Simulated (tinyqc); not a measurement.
# Electron mobility in a silicon inversion layer, empirical terms and Matthiessen rule: effect of the body doping

Inversion layer of sheet density Ns on a uniformly doped body, under a high-permittivity gate with an interlayer. The mobility terms are empirical power laws with prefactors chosen for the exercise; adding their inverses (Matthiessen) is itself an approximation.

ni = sqrt(Nc Nv) exp(-Eg/(2 Vt)), Eg in volts; Ndep = sqrt(2 eps0 eps_r Nb (2 Vt ln(Nb/ni) + Vsb)/q); E = q (Ndep + eta Ns)/(eps0 eps_r), in MV/cm. With t = T/(300 K): muC = Ac (Ns/1e12 cm^-2) t/(Nb/1e17 cm^-3 + Nit/1e11 cm^-2), muP = Ap E^(-1/3) t^(-1.75), muS = As E^(-gs), muR = Ar exp(2 ti/lr)/t; 1/mu is the sum of the inverses.

Parameters, values chosen for the exercise; material values close to those of silicon: temperature T = 300 K; band gap Eg = 1.11 eV; relative permittivity of the semiconductor eps_r = 11.7; conduction-band density of states at T Nc = 2.75e19 cm^-3; valence-band density of states at T Nv = 2.68e19 cm^-3; reverse body bias Vsb = 1 V; weight of the inversion charge in the effective field eta = 0.5; phonon-limited mobility at 1 MV/cm and 300 K Ap = 452 cm^2/(V s); roughness-limited mobility at 1 MV/cm As = 978 cm^2/(V s); exponent of the roughness term gs = 2; Coulomb prefactor Ac = 3400 cm^2/(V s); charge at the interface Nit = 4.6e11 cm^-2; remote-phonon mobility without interlayer Ar = 340 cm^2/(V s); interlayer thickness ti = 1.4 nm; decay length of remote phonons lr = 0.8 nm; inversion density Ns = 9.8e11 cm^-2.

Constants: q = 1.602176634e-19 C, kB = 1.380649e-23 J/K, Vt = kB T/q, eps0 = 8.8541878128e-14 F/cm where lengths are in cm. Results are converted to the units shown.

The same in every row: muR (cm^2/(V s)) = 11259.

Effect of the body doping:

| Nb (cm^-3) | E (MV/cm) | muC (cm^2/(V s)) | muP (cm^2/(V s)) | muS (cm^2/(V s)) | mu (cm^2/(V s)) |
|---|---|---|---|---|---|
| 2e16 | 0.17945 | 694.17 | 801.36 | 30372 | 355.85 |
| 4.4e16 | 0.23133 | 661.11 | 736.31 | 18275 | 331.76 |
| 9.7e16 | 0.30938 | 598.20 | 668.30 | 10218 | 298.09 |
| 2.1e17 | 0.42325 | 497.31 | 602.02 | 5459.5 | 253.56 |
| 4.7e17 | 0.60139 | 358.28 | 535.49 | 2704.1 | 195.42 |
| 1e18 | 0.85029 | 228.22 | 477.11 | 1352.7 | 136.88 |
| 2.3e18 | 1.2634 | 120.72 | 418.12 | 612.76 | 80.673 |
| 5e18 | 1.8444 | 61.026 | 368.57 | 287.49 | 44.117 |

What does the comparison show?

As Nb goes from 2e16 to 5e18 cm^-3, E rises from 0.179 to 1.84 MV/cm and mu falls from 356 to 44.1 cm^2/(V s). The Coulomb term is the smallest in the first and the last row. At Nb = 5e18 cm^-3 E passes 1.5 MV/cm, beyond the usual range of such laws.

tinyqc, about 0.01 s, one thread, Intel Xeon 2.30GHz (shared host): `OMP_NUM_THREADS=1 python tinyqc.py 2510043 2510044 out.jsonl`
